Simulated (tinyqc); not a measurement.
# Short-channel transistor, virtual-source model with series resistance: what changes with what

The current per gate width is the charge at the top of the source barrier (the virtual source) times its velocity times a saturation function; al and be are fitting constants of the model. Units: I in uA/um, Rs in ohm um, so I Rs = 1e-6 I Rs in volts; Q in uC/cm^2, so I = 1e-4 Q vx0 Fsat with vx0 in cm/s.

Parameters, values chosen for the exercise:
- T = 300 K (temperature)
- Cinv = 2.8 uF/cm^2 (inversion capacitance)
- vx0 = 1.49e7 cm/s (velocity at the virtual source)
- mu = 680 cm^2/(V s) (apparent mobility)
- L = 65 nm (channel length)
- VT0 = 0.39 V (threshold at zero drain voltage)
- dl = 0.048 V/V (drain-induced barrier lowering)
- n0 = 1.06 (subthreshold factor)
- nd = 0 1/V (growth of n with drain voltage)
- al = 3.5 (threshold shift (in units of Vt) from weak to strong inversion)
- be = 1.4 (sharpness of saturation)
- Rs = 30 ohm um (series resistance of each contact)

Constants: q = 1.602176634e-19 C, kB = 1.380649e-23 J/K, Vt = kB T/q. Results are converted to the units shown.

Each table varies one quantity; the others keep the values above.

## Effect of the drain-induced barrier lowering on the on and off currents

Intrinsic voltages Vg' = Vgs - I Rs, Vd' = Vds - 2 I Rs. n = n0 + nd Vd', VT = VT0 - dl Vd', Ff = 1/(1 + exp((Vg' - VT + al Vt/2)/(al Vt))), Q = Cinv n Vt ln(1 + exp((Vg' - VT + al Vt Ff)/(n Vt))), Vdsat = (vx0 L/mu)(1 - Ff) + Vt Ff, Fsat = u/(1 + u^be)^(1/be) with u = Vd'/Vdsat, and I = Q vx0 Fsat per width. I is solved self-consistently. Ion is I at Vgs = Vds = 1 V, Ioff at Vgs = 0, Vds = 1 V, and Rlin = Vds/I at Vgs = 1 V, Vds = 0.05 V.

Effect of the drain-induced barrier lowering on the on and off currents:
```
dl (V/V)  Ion (uA/um)  Ioff (nA/um)  log10(Ion/Ioff)  Rlin (ohm um)
0                2155         1.897            6.055          120.6
0.04             2276         7.856            5.462          120.5
0.08             2394         31.89            4.876          120.4
0.12             2511         125.8            4.300          120.3
0.16             2625         476.2            3.741          120.2
0.2              2738          1705            3.206          120.1
0.24             2848          5659            2.702          120.0
0.28             2957       1.693e4            2.242          119.9
```

What does the comparison show?

As dl goes from 0 to 0.28 V/V, Ion rises from 2160 to 2960 uA/um, Ioff rises from 1.90 to 16900 nA/um and Rlin falls from 121 to 120 ohm um. Ion changes by a factor of 1.37 and Ioff by 8920. The off current depends on it through an exponential, the on current about linearly. For dl = 0.2 to 0.28 V/V the off current passes 1 uA/um, so the device is hardly off at Vgs = 0.

## Effect of the velocity at the virtual source on the on and off currents

Same model as above.

Result of one run:
```
vx0 (cm/s)  Ion (uA/um)  Ioff (nA/um)  log10(Ion/Ioff)  Rlin (ohm um)
1.4e7            2185.5        9.7869           5.3489         120.84
```

What becomes of these results when the velocity at the virtual source vx0 is changed from 1.4e7 to 5e6 cm/s, all else the same?

Result of the changed run:
```
vx0 (cm/s)  Ion (uA/um)  Ioff (nA/um)  log10(Ion/Ioff)  Rlin (ohm um)
5e6              871.67        3.4979           5.3965         134.75
```

The whole series:
```
vx0 (cm/s)  Ion (uA/um)  Ioff (nA/um)  log10(Ion/Ioff)  Rlin (ohm um)
5e6              871.67        3.4979           5.3965         134.75
7.1e6            1207.2        4.9662           5.3858         127.41
1e7              1641.2        6.9930           5.3705         123.27
1.4e7            2185.5        9.7869           5.3489         120.84
2e7              2891.9        13.974           5.3159         119.31
2.8e7            3653.3        19.550           5.2715         118.43
4e7              4490.2        27.897           5.2067         117.86
```

As vx0 goes from 5e6 to 4e7 cm/s, Ion rises from 872 to 4490 uA/um, Ioff rises from 3.50 to 27.9 nA/um and Rlin falls from 135 to 118 ohm um. Ion changes by a factor of 5.15 and Ioff by 7.98.

Program tinyqc, `OMP_NUM_THREADS=1 python tinyqc.py 2380062 2380063 out.jsonl`; Intel Xeon 2.30GHz, shared host, one thread, about 0.01 s.
